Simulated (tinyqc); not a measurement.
Trench capacitor in an array: capacitance, non-linearity, leakage and relaxation: one step of the calculation.

A film between two metal electrodes, each interface adding a series capacitance ci. The small-signal permittivity is ek (1 + aq E^2); the field is found with the linear permittivity. Leakage J = J0 sinh(E/Ef). After a voltage step the film passes a relaxation current kr C V tt^(-nr), tt being the time in seconds. The sidewall is a coaxial capacitor with radii a = dm/2 - t and b = dm/2, depth AR dm; the end face is left out.

Task. Cell capacitance, fields and time constant. Per length 1/c = ln(b/a)/(2 pi eps0 ek) + (1/a + 1/b)/(2 pi ci); cell capacitance c AR dm; per footprint over pt^2; fields c V/(2 pi eps0 ek r) at r = a and b; resistance of the inner electrode rho AR dm/(pi a^2); time constant R C/3 of the distributed line.

Parameters, values chosen for the exercise; permittivity of the order of that of zirconium oxide: relative permittivity of the film ek = 33.3; film thickness t = 21 nm; capacitance of each electrode interface (dead layer and screening) ci = 31 uF/cm^2; bias V = 1.2 V; diameter of the hole dm = 180 nm; aspect ratio, depth over diameter AR = 30; pitch of the square array pt = 280 nm; resistivity of the inner electrode rho = 340 uohm cm.

Constants: eps0 = 8.8541878128e-14 F/cm where lengths are in cm. Results are converted to the units shown.

Give: a; b; cell capacitance; capacitance per footprint; field at a; field at b; R; R C/3.

Result.

a = 69.00 nm
b = 90.00 nm
cell capacitance = 34.49 fF
capacitance per footprint = 43.99 uF/cm^2
field at a = 0.5996 MV/cm
field at b = 0.4597 MV/cm
R = 1.228 kohm
R C/3 = 14.11 ps

The array gives 34.2 times the planar capacitance per footprint; curvature makes the field at the inner electrode 1.14 times the planar value.

Computed by the program tinyqc: `OMP_NUM_THREADS=1 python tinyqc.py 2102031 2102032 out.jsonl`, one thread of a shared Intel Xeon 2.30GHz, about 0.01 s for the whole run.
